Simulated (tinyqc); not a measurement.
Interface traps from C-V curves, high-low and Terman methods: one step of the calculation.

MOS capacitor on an n-type substrate; psi is the band bending, negative in depletion; only majority carriers are counted. At the bending psi the Fermi level lies y = xi - psi below the conduction edge at the surface, xi = Vt ln(Nc/Nd). Dit(y) = D0 + D1 exp(-y/E1); traps fill up to the Fermi level, follow the bias and a slow signal, and do not follow a fast one. V is the gate voltage from flat band.

Question. High-low extraction. q Dit = (1/C_LF - 1/Cox)^(-1) - (1/C_HF - 1/Cox)^(-1) at each point.

Constants: q = 1.602176634e-19 C. Results are converted to the units shown.

```
point  C_HF (nF/cm^2)  C_LF (nF/cm^2)
0           27.238254       131.47575
1           29.328891       133.19436
2           31.995821       135.45686
3           35.566126       138.79185
4           40.705993       144.91026
5           49.070657       160.25250
6           66.609692       210.00563
7           135.96529       379.33745
```

Cox = 1079.1041 nF/cm^2

Wanted: Dit by high-low.

Answer.

Dit by high-low, point 0 to 7 (cm^-2 eV^-1): [7.6005e11, 7.6022e11, 7.6101e11, 7.6458e11, 7.8073e11, 8.5379e11, 1.1844e12, 2.6801e12]

Numbers from tinyqc (`OMP_NUM_THREADS=1 python tinyqc.py 2030043 2030044 out.jsonl`; about 0.01 s on one thread of a shared Intel Xeon 2.30GHz).
